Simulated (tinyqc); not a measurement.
Energy and lattice constant: complex band structure along [001] in sp3s* tight binding.

For k = (0, 0, kz) the phase sums are g0 = cos(phi) and g3 = i sin(phi), phi = kz a/4, and the s, pz, s* orbitals of anion (a) and cation (c) decouple from px, py. With z = exp(i phi), H(z) = H0 + z T + T^T/z for any complex z. H0 is diagonal (Esa, Epa, Exa, Esc, Epc, Exc). The anion-cation block is B(z) = z U + W/z and the cation-anion block z W^T + U^T/z, where U has Vss/2 (s,s), Vsapc/2 (s,z), -Vscpa/2 (z,s), Vxx/2 (z,z), Vxapc/2 (s*,z), -Vpaxc/2 (z,s*), and W has the same values with the s-z and s*-z signs reversed. |z| = 1 is a band state, |z| < 1 decays along [001] as exp(-kappa d) over a distance d, kappa = -(4/a) ln|z|. No spin-orbit coupling.

Inputs chosen for the exercise (out of a larger set: near a published set for GaSb, fitted to gaps, whose masses and valley positions are rough (light masses up to twice too heavy); not measured data):

| symbol | value | unit | meaning |
|---|---|---|---|
| p | (-7.405, 0.851, -3.92, 2.917, 6.639, 6.001, -6.212, 1.583, 4.153, 4.909, 4.682, 4.935, 4.178) | eV | order Esa, Epa, Esc, Epc, Exa, Exc, Vss, Vxx, Vxy, Vsapc, Vscpa, Vxapc, Vpaxc |
| a | 6.092 | angstrom | lattice constant |
| dE | 0.57 | eV | E - Ev |

The slowest root of the s-pz block and the heavy-hole branch, sinh^2(kappa a/4) = ((E - Epa)(E - Epc) - Vxx^2)/(Vxx^2 - Vxy^2), at E = Ev + dE with Ev the lower root of [[Epa, Vxx], [Vxx, Epc]]; the couplings are kept when a changes.

One parameter was then changed.

Results before and after:

| case | slowest kappa (1/angstrom) | heavy-hole kappa (1/angstrom) |
|---|---|---|
| base | 0.0515 | 0.2268 |
| changed | 0.0500 | 0.2202 |

Which of these changes was made? (a) dE = 0.6 eV; (b) a = 6.275 angstrom.
Answer: (b) a = 6.275 angstrom. Of the candidates, run in turn, only this one gives the changed row.

All candidates:

| case | slowest kappa (1/angstrom) | heavy-hole kappa (1/angstrom) |
|---|---|---|
| base | 0.0515 | 0.2268 |
| dE = 0.6 eV | 0.0494 | 0.2314 |
| a = 6.275 angstrom | 0.0500 | 0.2202 |

With the couplings fixed, kappa a stays, so kappa scales as 1/a.

Computed by tinyqc, a small Python program: `OMP_NUM_THREADS=1 python tinyqc.py 1452434 1452435 out.jsonl` (the numbers bound the seed that draws the inputs); one thread of a shared host (Intel(R) Xeon(R) Processor @ 2.30GHz), about 0.01 s for the whole set of steps.
